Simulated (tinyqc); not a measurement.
On-chip interconnect, size-dependent resistivity and RC delay: one step of the calculation.

A rectangular line between two neighbours and two ground planes. Surface and grain-boundary scattering are added to the bulk resistivity as corrections; capacitances are parallel-plate values without fringing; inductance is ignored.

Task. Node voltages after a time step. A 1 V step is applied behind Rd at t = 0. C dv/dt = -G v + b, with G the conductance matrix of the ladder (1/Rs between neighbours, 1/Rd added at node 0) and b = (1 V/Rd, 0, ...). Trapezoidal step: (C/dt + G/2) v(new) = (C/dt - G/2) v + b.

Parameters, values chosen for the exercise: driver resistance Rd = 5700 ohm; time step dt = 7.9 ps.

Rs = 601.13450 ohm

```
node      C (fF)  v at t = 1 dt (V)
0     0.34088623         0.51640677
1     0.68177246         0.38673397
2     0.68177246         0.29718722
3     0.68177246         0.23847548
4     0.68177246         0.20450705
5     0.43688623         0.19175748
```

Find: v at t = 2 dt.

Result.

v at t = 2 dt, node 0 to 5 (V): [0.48550, 0.50830, 0.50360, 0.48947, 0.47665, 0.47084]

Range of the model: The metal width is under the mean free path, where the thick-limit surface term and the simple sum of corrections lose accuracy.

Numbers from tinyqc (`OMP_NUM_THREADS=1 python tinyqc.py 2100110 2100111 out.jsonl`; about 0.01 s on one thread of a shared Intel Xeon 2.30GHz).
